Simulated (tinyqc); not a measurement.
Inside a calculation: strain-driven crossing of the Gamma and L valleys in a germanium-like crystal. Values are carried at full precision from step to step, so a last printed digit may differ when a step is redone from the rounded ones.

Biaxial loads: e0 is the in-plane strain e_par and the normal is free. (001): e_perp = -2 (C12/C11) e_par; exx = eyy = e_par, ezz = e_perp, no shear. (111): e_perp = -(2 C11 + 4 C12 - 4 C44)/(C11 + 2 C12 + 4 C44) e_par; exx = eyy = ezz = (2 e_par + e_perp)/3 and exy = eyz = ezx = (e_perp - e_par)/3. (110): e_perp = -(C11 + 3 C12 - 2 C44)/(C11 + C12 + 2 C44) e_par; exx = eyy = (e_par + e_perp)/2, ezz = e_par, exy = (e_perp - e_par)/2, eyz = ezx = 0. Uniaxial loads: a stress along n, scaled so that n.e.n = e0, with exx = s11 sxx + s12 (syy + szz), exy = s44 sxy/2, s11 = (C11 + C12)/((C11 - C12)(C11 + 2 C12)), s12 = -C12/((C11 - C12)(C11 + 2 C12)), s44 = 1/C44.

Constants: kB = 8.617333262e-05 eV/K; hc = 1239.841984 eV nm.

Values chosen for the exercise (near those of Ge, gaps at low temperature; the results hold for these values, not for the real material):
- C11 = 126.9 GPa
- C12 = 48.2 GPa
- C44 = 67.8 GPa
- load = uniaxial [100] (kind of strain)
- e0 = 0.0195 (size of the strain)
- Eg = 0.907 eV (gap at Gamma to the s-like level)
- EgL = 0.745 eV (gap to L)
- Dso = 0.285 eV (spin-orbit splitting)
- ac = -8.08 eV (conduction deformation potential)
- av = 1.26 eV (valence hydrostatic potential)
- b = -2.56 eV (tetragonal shear potential)
- d = -5.4 eV (trigonal shear potential)
- aL = -1.33 eV (hydrostatic potential of the L edge, Xd + Xu/3)
- XuL = 16.34 eV (uniaxial potential, L)
- mG = 0.0426 m0 (mass at Gamma)
- mL = 0.552 m0 (density-of-states mass of the four L valleys together)
- T = 77 K (temperature)

## The strain tensor for a uniaxial [100] load

Form the tensor and its trace.

strain tensor in the cubic axes:
```
          x          y          z
x  0.019500   0.000000   0.000000
y  0.000000  -0.005368   0.000000
z  0.000000   0.000000  -0.005368
```

tr(e) = 0.008764

## Band edges

Edges from the unstrained valence top: Gamma at Eg + ac tr(e); an L valley with unit axis u at EgL + aL tr(e) + XuL (u.e.u - tr(e)/3), u along [111], [1-1-1], [-11-1], [-1-11]; valence edges are the levels of the 6 x 6 matrix of X, Y, Z times spin with -Dso/3 + l exx + m (eyy + ezz) on the diagonal (cyclic), n exy off it, l = av + 2 b, m = av - b, n = sqrt(3) d. Spin-orbit term (Dso/3) L.sigma on X, Y, Z with (L_k)_ij = -i epsilon_kij: <X+|H|Y+> = -i Dso/3, <X+|H|Z-> = Dso/3, <Y+|H|Z-> = -i Dso/3, <Z+|H|X-> = -Dso/3, <Z+|H|Y-> = i Dso/3, <X-|H|Y-> = i Dso/3, and their conjugates; + and - are the spin along z.

Give the edges and the direct and indirect gaps from the top valence edge.

Gamma edge = 0.8362 eV

L edges (eV): [111] 0.7333, [1-1-1] 0.7333, [-11-1] 0.7333, [-1-11] 0.7333

valence edges from the top (eV): 0.0747  -0.0206  -0.3060

direct and indirect gap (eV): 0.7615  0.6586

The gap is indirect: Gamma lies 103 meV above the lowest L valley. The top two valence edges are 95 meV apart.

## Electrons in the Gamma valley

Non-degenerate, parabolic: share = mG^(3/2)/(mG^(3/2) + (mL^(3/2)/4) sum_i exp(-(E_Li - E_Gamma)/kT)). Also the offset at which four equal L valleys hold half of the electrons, kT ln((mL/mG)^(3/2)), and the wavelength hc/E of the direct gap.

(mL/mG)^(3/2) = 46.64
share in Gamma = 3.98e-07 %
offset for an even split = 25.5 meV
wavelength = 1628 nm

With the L valleys as they lie here, Gamma must be 25 meV below the lowest of them to hold half of the electrons at 77 K; it lies 103 meV above. A direct gap alone is not enough.

## Checks

- Gamma and lowest L edge at e0 = 0.05340, where the linear shifts make them meet (eV): both 0.7131.

(tinyqc, `OMP_NUM_THREADS=1 python tinyqc.py 1050632 1050633 out.jsonl`, Intel(R) Xeon(R) Processor @ 2.30GHz, 1 thread, shared host, about 0.01 s.)
